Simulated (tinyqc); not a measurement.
Deep trap from a strong local potential in a two-band host (Koster-Slater model with semi-elliptic bands): one step, computed by the program tinyqc. Command: `OMP_NUM_THREADS=1 python tinyqc.py 3023121 3023122 out.jsonl deeptrap walk`. One thread of a shared host (Intel(R) Xeon(R) Processor @ 2.30GHz), about 0.03 s of CPU time with the checks.

The valence band spans -2 W_v to 0 and the conduction band E_g to E_g + 2 W_c. The orbital at the impurity site has weight f_v in the valence band and 1 - f_v in the conduction band, each spread as a semi-ellipse (2/(pi W^2)) sqrt(W^2 - x^2) about the band centre. The impurity adds U to this orbital. Spin is left out.

Question. The trap level. In the gap G(E) = f_v (2/W_v^2)[x - sqrt(x^2 - W_v^2)] - (1 - f_v)(2/W_c^2)[y - sqrt(y^2 - W_c^2)], x = E + W_v, y = E_g + W_c - E. The trap level solves G(E) = 1/U (bisection). With D = -dG/dE = D_v + D_c, D_v = f_v (2/W_v^2)[x/sqrt(x^2 - W_v^2) - 1] and D_c = (1 - f_v)(2/W_c^2)[y/sqrt(y^2 - W_c^2) - 1], the weight on the impurity orbital is 1/(U^2 D) and the conduction-band character is D_c/D.

Inputs (values chosen for the exercise, with a gap close to that of diamond):

| quantity | value | unit |
|---|---|---|
| gap E_g | 5.37 | eV |
| half-width of the valence band W_v | 3.8 | eV |
| half-width of the conduction band W_c | 4.9 | eV |
| valence weight f_v of the site orbital | 0.46 | - |
| impurity potential U | 30.4 | eV |

Impurity: repulsive, acceptor-like.

Give: trap level E_t; weight on the impurity orbital; conduction-band character; depth below the conduction band.

Answer.

trap level E_t = 1.557 eV

weight on the impurity orbital = 0.02997

conduction-band character = 0.2609

depth below the conduction band = 3.813 eV
